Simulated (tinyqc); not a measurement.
## Biaxially strained (001) channel, valley splitting in an inversion layer: effect of the inversion density

A thin layer grown on a relaxed buffer is stretched in the plane. The two valleys with their long axis along the growth direction (D2) sink against the four in-plane ones (D4); confinement in a triangular well splits them too. Only the lowest subband of each set is kept; one relaxation time, so the weakening of intervalley scattering is left out.

e_par = b1 x, e_perp = -2 (c12/c11) e_par, splitting D = Xu (e_par - e_perp), in-plane stress (c11 + c12 - 2 c12^2/c11) e_par. Levels E(m) = 2.33811 (hbar^2 q^2 F^2/(2 m))^(1/3): E2 = E(ml), E4 = E(mt) + D; N2 = 2 mt kB T/(pi hbar^2), N4 = 4 sqrt(mt ml) kB T/(pi hbar^2). EF solves Ns = N2 ln(1 + exp((EF - E2)/Vt)) + N4 ln(1 + exp((EF - E4)/Vt)); f2 is the share in D2, and 1/mc = f2/mt + (1 - f2)(1/mt + 1/ml)/2. The gain is mc(x = 0)/mc.

Inputs (values chosen for the exercise); values close to those of silicon on relaxed silicon-germanium:
```
symbol   value   unit                                meaning
T          293      K                            temperature
x          0.1         germanium share of the relaxed buffer
b1      0.0418                   lattice mismatch per unit x
c11        168    GPa                       elastic constant
c12       65.4    GPa                       elastic constant
Xu        9.19     eV            shear deformation potential
ml       0.905     m0                      longitudinal mass
mt       0.192     m0                        transverse mass
F         0.98  MV/cm                        confining field
```

Constants: q = 1.602176634e-19 C, kB = 1.380649e-23 J/K, hbar = 1.054571817e-34 J s, m0 = 9.1093837015e-31 kg, Vt = kB T/q, hbar^2/(2 m0) = 0.0380998212 eV nm^2. Results are converted to the units shown.

The same in every row: D (meV) = 68.322.

Results:
```
Ns (cm^-2)	f2 without strain	f2	mc (m0)	gain
2e11	0.95858	0.99712	0.19222	1.0154
3.9e11	0.95768	0.99705	0.19222	1.0158
1.4e12	0.95248	0.99665	0.19225	1.0177
2.8e12	0.94405	0.99596	0.19231	1.0209
5.4e12	0.92403	0.99416	0.19244	1.0285
1e13	0.87386	0.98809	0.19291	1.0473
2e13	0.73351	0.94252	0.19645	1.0920
```

Estimate the missing row, Ns = 7.5e11 cm^-2.

Computed row:
```
Ns (cm^-2)	f2 without strain	f2	mc (m0)	gain
7.5e11	0.95591	0.99691	0.19223	1.0164
```

With this row back in the table: As Ns goes from 2e11 to 2e13 cm^-2, f2 falls from 0.997 to 0.943 (without strain: it falls from 0.959 to 0.734) and the gain rises from 1.02 to 1.09. At Ns = 2e13 cm^-2 the second D2 subband, left out here, lies within 2 Vt of EF or below it.

Computed by the program tinyqc: `OMP_NUM_THREADS=1 python tinyqc.py 2530119 2530120 out.jsonl`, one thread of a shared Intel Xeon 2.30GHz, about 0.01 s for the whole run.
